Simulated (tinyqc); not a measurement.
Plane-averaged potentials: correction of a charged-defect supercell by a model charge and potential alignment (plane-averaged potentials). Computed by tinyqc, a small Python program. Command: `OMP_NUM_THREADS=1 python tinyqc.py 3114396 3114397 out.jsonl align walk`. One thread of a shared host (Intel(R) Xeon(R) Processor @ 2.30GHz), about 0.01 s of CPU time with the checks.

The "true" defect charge is (1 - x) q in a Gaussian of width sigma plus x q in one of width sigma_t, so the exact answer is known; the correction sees only a single model Gaussian of width sigma_m. A Gaussian of width s has the transform rho(G) = exp(-G^2 s^2/2), normalised to 1. A uniform background cancels q, so G = 0 is left out. Potentials are those felt by a unit positive charge. E_0 is the formation energy of the isolated defect, E_cell its value in the supercell, E_lat = E_iso - E_per of the model charge, C the true less the model potential far from the defect; the exact correction is E_0 - E_cell, and the error of a scheme is E_cell plus its correction less E_0.

Inputs (values chosen for the exercise, with screening close to that of HfO2): defect charge q = 1 e; dielectric constant eps = 21.1; edge of the cubic cell L = 14 angstrom; width sigma of the true defect charge = 1.2 angstrom; width sigma_m of the model charge = 1 angstrom; share x of the charge in a wide tail = 0.32; width sigma_t of the tail = 2.2 angstrom.

Constants: e^2/(4 pi eps_0) = 14.39964548 eV angstrom.

Method. Plane-averaged potential at distance z from the defect: V(z) = (4 pi q/(eps L^3)) (e^2/(4 pi eps_0 e)) sum_(m != 0) rho(G_m) cos(G_m z)/G_m^2, G_m = 2 pi m/L, |m| <= 40.

Potentials (V):
```
z/L   z (angstrom)       true      model  difference
0.00           0.0   0.028465   0.035154  -0.0066891
0.05           0.7   0.026257   0.031810  -0.0055528
0.10           1.4   0.020393   0.023440  -0.0030470
0.15           2.1   0.012573   0.013276  -0.0007030
0.20           2.8   0.004388   0.003571   0.0008168
0.25           3.5  -0.003180  -0.004821   0.0016406
0.30           4.2  -0.009656  -0.011710   0.0020532
0.35           4.9  -0.014821  -0.017069   0.0022482
0.40           5.6  -0.018564  -0.020898   0.0023337
0.45           6.3  -0.020828  -0.023195   0.0023670
0.50           7.0  -0.021585  -0.023961   0.0023755
```

What follows from these numbers?

The difference moves by 0.04 mV between z/L = 0.4 and 0.5: a plateau.
